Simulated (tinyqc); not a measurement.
What moves the results: virtual-crystal alloy in the empirical-pseudopotential method. A value that a table varies takes the place of the one given here.

Empirical pseudopotential on the fcc lattice, atoms at +/- tau, tau = a (1,1,1)/8, no spin-orbit coupling. H(G,G') = c (2 pi/a)^2 |k + G|^2 delta + VS(q) cos(q.tau) + i VA(q) sin(q.tau), q = G - G', c = hbar^2/2m0; k and G in units of 2 pi/a; VS at |q|^2 = 3, 8, 11 and VA at 3, 4, 11, in rydberg, zero elsewhere. At each k the basis holds all G with |k + G|^2 up to 16; energies are counted from the fourth level at Gamma.

Virtual crystal A(1-x)B(x): a = (1 - x) a_A + x a_B. Rule linear: V = (1 - x) V_A + x V_B. Rule volume: V = [(1 - x) a_A^3 V_A + x a_B^3 V_B]/a^3, since a form factor is an atomic potential divided by the cell volume.

Constants: hbar^2/2m0 = 3.80998211 eV angstrom^2; Ry = 13.60569312 eV.

Parameters, chosen for this exercise (classic local form factors of the size used for Si (A) and Ge (B), which place X and L only to a few tenths of an eV; shifted at random, so the results belong to these values and not to a real crystal):
- a = (5.437, 5.663) angstrom (lattice constants of A, B)
- VSA = (-0.208, 0.04, 0.081) Ry (symmetric form factors of A)
- VAA = (0, 0, 0) Ry (antisymmetric form factors of A)
- VSB = (-0.227, 0.009, 0.061) Ry (symmetric form factors of B)
- VAB = (0, 0, 0) Ry (antisymmetric form factors of B)
- rule = volume (mixing rule)

## Gaps across the alloy

Gaps from the valence top to the fifth band at Gamma, at L = (1/2,1/2,1/2) and at the lowest of k = (f,0,0), f = 0.70, 0.75, ..., 1.00. Bowing C = 4 [(E(0) + E(1))/2 - E(1/2)].

Gaps (eV):
```
x      Gamma  Delta/X  f of the minimum      L   lowest
0.000  3.350    0.760              0.85  1.848  Delta/X
0.167  3.371    0.796              0.85  1.689  Delta/X
0.333  3.058    0.831              0.85  1.532  Delta/X
0.500  2.599    0.864              0.85  1.376  Delta/X
0.667  2.148    0.895              0.85  1.221  Delta/X
0.833  1.706    0.924              0.85  1.070  Delta/X
1.000  1.274    0.951              0.85  0.921        L
```

bowing (eV): Gamma -1.147, Delta/X -0.032, L 0.035

The lowest valley changes: Delta/X to L between x = 0.833 and 1.000. From A to B the Gamma gap moves by -2.08 eV, L by -0.93 eV and Delta/X by +0.19 eV; a move of Delta/X below about 0.4 eV is within the error of such form factors, sign included. The virtual crystal holds no disorder and no bond relaxation, so its bowing comes from the non-linear dependence on the mean potential and volume alone, and it may differ from measured bowing, which is positive in these alloys, in size and even in sign; crossings move with it; where the character of the fifth band at Gamma changes along x, its value mixes two levels.

## Two mixing rules

Gaps from the valence top to the fifth band at Gamma, at L = (1/2,1/2,1/2) and at the lowest of k = (f,0,0), f = 0.70, 0.75, ..., 1.00. Both rules agree at the ends.

Gaps (eV):
```
x     Gamma, linear  Delta/X, linear  L, linear  Gamma, volume  Delta/X, volume  L, volume
0.25          3.351            0.814      1.633          3.291            0.814      1.610
0.50          2.680            0.865      1.407          2.599            0.864      1.376
0.75          1.987            0.910      1.169          1.926            0.910      1.145
```

At x = 0.5 the volume rule moves Gamma by -81 meV, Delta/X by -1 meV and L by -31 meV, that is the bowing by -4 times these; the lattice constants differ by 4.2 %, and the rules would coincide for equal ones.

Run: tinyqc, `OMP_NUM_THREADS=1 python tinyqc.py 1050263 1050264 out.jsonl`; Intel(R) Xeon(R) Processor @ 2.30GHz, one thread, shared host; about 0.2 s of CPU time with all checks.
